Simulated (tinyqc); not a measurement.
# From single traps to 1/f noise

7 half-filled traps with time constants tau_j = 2.9e-7 s times 10^(1 j), j = 0..6, each shift the threshold by a = 47.4 uV when filled and give the Lorentzian a^2 tau/(1 + (2 pi f tau)^2). For time constants spread evenly in ln tau the sum tends to a^2/(4 f ln(10^1)). slope = d ln S/d ln f.

Results:
```
f (Hz)  S (uV^2/Hz)  1/f limit (uV^2/Hz)      slope  j of the largest term
0.01          723.7              2.439e4  -5.980e-4                      6
0.1           703.0                 2439   -0.05771                      6
1             221.1                243.9     -1.067                      6
30            8.066                8.131    -0.8469                      4
1000         0.2428               0.2439     -1.150                      3
30000      0.008018             0.008131    -0.8580                      1
1e7        2.175e-6             2.439e-5     -1.995                      0
1e8        2.180e-8             2.439e-6     -2.000                      0
```

Estimate the missing row, f = 1e6 Hz.

Computed row:
```
f (Hz)  S (uV^2/Hz)  1/f limit (uV^2/Hz)   slope  j of the largest term
1e6        1.726e-4             2.439e-4  -1.595                      0
```

With this row back in the table: Below the slowest trap (1/(2 pi tau) = 0.55 Hz) the spectrum is flat, slope 0.00 in the first row; above the fastest (5.5e5 Hz) the slope tends to -2 (-2.00 in the last row). In between, at 30, 1000 and 30000 Hz, the slopes are -0.85, -1.15 and -0.86, and S is 0.48 % below the 1/f limit at 1000 Hz.

tinyqc, about 0.01 s, one thread, Intel Xeon 2.30GHz (shared host): `OMP_NUM_THREADS=1 python tinyqc.py 2150119 2150120 out.jsonl`
